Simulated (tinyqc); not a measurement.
## Modulation-doped quantum well, Poisson-Schroedinger loop: effect of the sheet density of electrons

A well of width L centred at z = 0 between barriers Vb; effective-mass electrons, parabolic bands. The electrons come from donor sheets outside the mesh, a share fL of Ns on the left and the rest on the right, so the structure is neutral. Energies are counted from the band edge of the well, with U = 0 on the first node in the Hartree part.

Schroedinger equation -C d/dz (1/m) dpsi/dz + (V0 + U) psi = E psi, C = hbar^2/(2 m0), on a fine mesh (400 intervals across the well) with hard walls 3.15 nm outside the well edges (to within half a fine step); the lowest 2 levels are kept. V0 = 0 in the well and Vb outside, plus q Fz z (1 kV/cm = 1e-4 eV/nm). N_k = D Vt ln(1 + exp((EF - E_k)/Vt)), D = md m0 q/(pi hbar^2), sum N_k = Ns; n = sum N_k |psi_k|^2. dU/dz = q (fL Ns - integral of n from the left)/(eps0 eps_r). The loop is converged to 1e-9 eV; shares under 0.001 % are printed as 0.

Parameters, values chosen for the exercise; material values those of a made-up well:
```
symbol   value   unit                               meaning
T           77      K                           temperature
mw      0.0384     m0              mass along z in the well
mb      0.0701     m0          mass along z in the barriers
md      0.0439     m0                         in-plane mass
Vb        0.49     eV                        barrier height
eps_r     12.3           relative permittivity (all layers)
L          9.9     nm                            well width
fL         0.5         share of the donors on the left side
Fz         -36  kV/cm                 applied field along z
```

Constants: q = 1.602176634e-19 C, kB = 1.380649e-23 J/K, hbar = 1.054571817e-34 J s, m0 = 9.1093837015e-31 kg, Vt = kB T/q, eps0 = 8.8541878128e-14 F/cm where lengths are in cm, hbar^2/(2 m0) = 0.0380998212 eV nm^2. Results are converted to the units shown.

Result of one run:

| E2 - E1 (meV) | EF - E1 (meV) | share of E2 (%) | centroid (nm) | charge in the barriers (%) | range of U in the well (meV) |
|---|---|---|---|---|---|
| 159 | 7.38 | 0 | 0.266 | 2.90 | 4.02 |

Which sheet density of electrons Ns gave this result: 9.4e10, 1.7e11, 3.3e11 or 4e12 cm^-2?

Ns = 1.7e11 cm^-2.

The whole series:

| Ns (cm^-2) | E2 - E1 (meV) | EF - E1 (meV) | share of E2 (%) | centroid (nm) | charge in the barriers (%) | range of U in the well (meV) |
|---|---|---|---|---|---|---|
| 5e10 | 160 | -4.49 | 0 | 0.268 | 2.87 | 1.18 |
| 9.4e10 | 159 | 1.01 | 0 | 0.267 | 2.88 | 2.22 |
| 1.7e11 | 159 | 7.38 | 0 | 0.266 | 2.90 | 4.02 |
| 3.3e11 | 158 | 17.5 | 0 | 0.263 | 2.94 | 7.77 |
| 6.1e11 | 156 | 33.2 | 0 | 0.259 | 3.01 | 14.3 |
| 1.1e12 | 153 | 60.0 | 0 | 0.251 | 3.14 | 25.6 |
| 2.1e12 | 147 | 114 | 0.0448 | 0.236 | 3.43 | 47.9 |
| 4e12 | 138 | 178 | 18.4 | 0.175 | 5.62 | 80.5 |

As Ns goes from 5e10 to 4e12, E2 - E1 falls from 160 to 138 meV, EF - E1 rises from -4.49 to 178 meV and the share of E2 rises from 0 to 18.4 %. EF lies above E2 for Ns = 4e12. The band bending across the well rises from 1.18 to 80.5 meV, as Ns^(0.96). For Ns = 5e10, 9.4e10, 1.7e11, 3.3e11, 6.1e11, 1.1e12, 4e12 E2 or EF lies over 150 meV above E1, where non-parabolicity matters for so light a mass.

Numbers from tinyqc (`OMP_NUM_THREADS=1 python tinyqc.py 2140062 2140063 out.jsonl`; about 0.1 s on one thread of a shared Intel Xeon 2.30GHz).
